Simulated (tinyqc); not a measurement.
Deep level with several charge states, and Shockley-Read-Hall recombination: one step. Recombination through one level. Three cases, with inputs chosen for the exercise.

Problem. Evaluate each quantity.

One level at Et with degeneracy 1: tn = 1/(sn vth Nt), tp = 1/(sp_ vth Nt), n1 = Nc exp((Et - Eg)/kT), p1 = Nv exp(-Et/kT), ni^2 = n1 p1. Equilibrium n0 = Nm, p0 = ni^2/Nm; n = n0 + dn, p = p0 + dn. U = (n p - ni^2)/(tp (n + n1) + tn (p + p1)), lifetime dn/U; emission rates en = sn vth n1, ep = sp_ vth p1.

Constants: kB = 8.617333262e-05 eV/K.

Give: tn, tp; n1, p1; U; lifetime.

Case 1.

Values chosen (gap and densities of states near those of Ge at this temperature; shifted at random, so the results belong to these values and not to a real crystal):
- Eg = 0.638 eV (gap)
- Nc = 1.6e+19 1/cm^3 (conduction-band density of states)
- Nv = 7.3e+18 1/cm^3 (valence-band density of states)
- T = 400 K
- Et = 0.253 eV (recombination level above Ev)
- Nt = 4.1e+14 1/cm^3 (defects)
- sn = 1.2e-15 cm^2 (electron capture cross-section)
- sp_ = 6.5e-16 cm^2 (hole capture cross-section)
- vth = 21000000 cm/s (thermal velocity, both carriers)
- Nm = 1.6e+16 1/cm^3 (equilibrium electrons for the lifetime steps)
- dn = 4.3e+14 1/cm^3 (excess pairs)

Solution.

tn, tp (microsecond): 0.09679  0.1787

n1, p1 (1/cm^3): 2.26e+14  4.74e+15

U = 2.04e+21 1/(cm^3 s)
lifetime = 0.211 microsecond

The lifetime is 1.182 times the minority capture time tp and 0.766 times tn + tp, the limit of high injection.

Case 2.

Values chosen (gap and densities of states near those of Ge at this temperature; shifted at random, so the results belong to these values and not to a real crystal):
- Eg = 0.601 eV (gap)
- Nc = 1.9e+19 1/cm^3 (conduction-band density of states)
- Nv = 9.03e+18 1/cm^3 (valence-band density of states)
- T = 450 K
- Et = 0.171 eV (recombination level above Ev)
- Nt = 6.6e+14 1/cm^3 (defects)
- sn = 2.9e-15 cm^2 (electron capture cross-section)
- sp_ = 5.9e-16 cm^2 (hole capture cross-section)
- vth = 22000000 cm/s (thermal velocity, both carriers)
- Nm = 5.9e+16 1/cm^3 (equilibrium electrons for the lifetime steps)
- dn = 4.5e+14 1/cm^3 (excess pairs)

Solution.

tn, tp (microsecond): 0.02375  0.1167

n1, p1 (1/cm^3): 2.90e+14  1.10e+17

U = 2.81e+21 1/(cm^3 s)
lifetime = 0.160 microsecond

The lifetime is 1.372 times the minority capture time tp and 1.14 times tn + tp, the limit of high injection.

Case 3.

Values chosen (gap and densities of states near those of Si at this temperature; shifted at random, so the results belong to these values and not to a real crystal):
- Eg = 1.083 eV (gap)
- Nc = 5.04e+19 1/cm^3 (conduction-band density of states)
- Nv = 2.07e+19 1/cm^3 (valence-band density of states)
- T = 450 K
- Et = 0.742 eV (recombination level above Ev)
- Nt = 4.9e+14 1/cm^3 (defects)
- sn = 4.4e-15 cm^2 (electron capture cross-section)
- sp_ = 2.6e-15 cm^2 (hole capture cross-section)
- vth = 17000000 cm/s (thermal velocity, both carriers)
- Nm = 2.3e+16 1/cm^3 (equilibrium electrons for the lifetime steps)
- dn = 2.3e+13 1/cm^3 (excess pairs)

Solution.

tn, tp (microsecond): 0.02728  0.04617

n1, p1 (1/cm^3): 7.65e+15  1.01e+11

U = 3.74e+20 1/(cm^3 s)
lifetime = 0.0615 microsecond

The lifetime is 1.333 times the minority capture time tp and 0.838 times tn + tp, the limit of high injection.

Computed by tinyqc, one run a case: `OMP_NUM_THREADS=1 python tinyqc.py N N+1 out.jsonl` with N = 1681333, 1681753, 1681955; one thread of a shared Intel(R) Xeon(R) Processor @ 2.30GHz, about 0.01 s a run at most.
